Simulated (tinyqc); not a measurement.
Core-shell quantum dot (spherical envelope functions): one step. Shooting at a trial energy.

Parabolic bands; strain and other valleys are left out. s states, u = r psi, hard wall at R + H, c = hbar^2/2m0, energies from the band edges of the core. Core: u = sin(k1 r)/k1, k1 = sqrt(m1 E/c). At R, psi and psi'/m are continuous, so u is continuous and its slope in the shell is s = u/R + (m2/m1)(u' - u/R). Shell: u(R + x) = u(R) cos(k2 x) + s sin(k2 x)/k2, k2 = sqrt(m2 (E - V)/c); for negative arguments the functions turn into sinh and cosh. A level has u(R + H) = 0.

Constants: hbar^2/2m0 = 3.80998211 eV angstrom^2.

Inputs chosen for the exercise (near those of an InP/GaP core-shell dot; shifted at random, so the results belong to these values and not to a real crystal): R = 24 angstrom (core radius); H = 27 angstrom (shell thickness); Vc = 0.398 eV (conduction edge of the shell above that of the core); me1 = 0.083 m0 (electron, core); me2 = 0.134 m0 (electron, shell); E = 0.262 eV (trial energy of the electron).

Question. Carry the electron solution outwards.

Give: k1^2; k2^2; u(R); s; u(R + H).

Answer.

k1^2 = 0.0057076 1/angstrom^2
k2^2 = -0.0047832 1/angstrom^2
u(R) = 12.850 angstrom
s = -0.7165
u(R + H) = 9.850 angstrom

u(R + H) is positive: no node yet, so the lowest level lies above the trial energy.

Program tinyqc; command `OMP_NUM_THREADS=1 python tinyqc.py 1280522 1280523 out.jsonl`; about 0.05 s on one thread of a shared Intel(R) Xeon(R) Processor @ 2.30GHz.
